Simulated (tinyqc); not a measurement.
Inside a calculation. Method: Ewald sum of point charges, displaced rock salt lattice. Computed by tinyqc, a small Python program that keeps every step. Command: `OMP_NUM_THREADS=1 python tinyqc.py 25805 25806 out.jsonl` (the two numbers bound the seeds that draw the settings). One thread of a shared host (Intel(R) Xeon(R) Processor @ 2.60GHz), about 0.06 s of CPU time with the checks.

## Ewald sum with eta = 0.534 1/bohr

cell vectors (rows) (bohr):
```
        1       2       3
1  0.0000  3.3350  3.3350
2  3.3350  0.0000  3.3350
3  3.3350  3.3350  0.0000
```

Charges:
```
q            f1      f2      f3
1.0000   0.0000  0.0000  0.0000
-1.0000  0.4600  0.5400  0.5000
```

Real space: 1/2 sum q_i q_j erfc(eta r)/r over all images with r > 0; reciprocal space: (2 pi/V) sum_(G != 0) exp(-G^2/4 eta^2)/G^2 |S(G)|^2 with S(G) = sum q exp(i G.r); self term -eta/sqrt(pi) sum q^2; background -pi Q^2/(2 V eta^2), Q the total charge.

Real-space shells (first ones):
```
r (bohr)  pairs  sum (hartree)
3.2044        4        -0.0097
3.3403        4        -0.0070
3.4710        4        -0.0050
4.7164       24         0.0009
5.6234        4      -7.71e-06
5.7795        8      -8.81e-06
5.9314        4      -2.52e-06
6.6700       12       4.25e-07
7.2786        4      -1.06e-08
7.3394        8      -1.62e-08
7.3998       12      -1.86e-08
7.5191       12      -1.09e-08
```

Reciprocal shells (first ones that count):
```
G^2 (1/bohr^2)  vectors  sum (hartree)
2.6621                8         0.0979
3.5495                6       2.67e-04
7.0990               12       2.36e-05
9.7611               24       1.55e-04
10.6485               8       6.94e-07
14.1980               6       2.32e-08
16.8602              24       1.75e-07
17.7475              24       4.09e-09
21.2970              24       1.80e-10
23.9592              32       3.18e-10
```

## The total does not depend on eta

The same sums for other eta.

Totals (hartree per cell):
```
eta          real  reciprocal     self  background      total
0.5340    -0.0208      0.0983  -0.6026      0.0000  -0.525010
0.7140    -0.0015      0.2821  -0.8057      0.0000  -0.525010
0.9780  -9.04e-06      0.5786  -1.1036      0.0000  -0.525010
```

shortest distance = 3.2044 bohr

Madelung constant -E d / (formula units |q+ q-|) = 1.6823
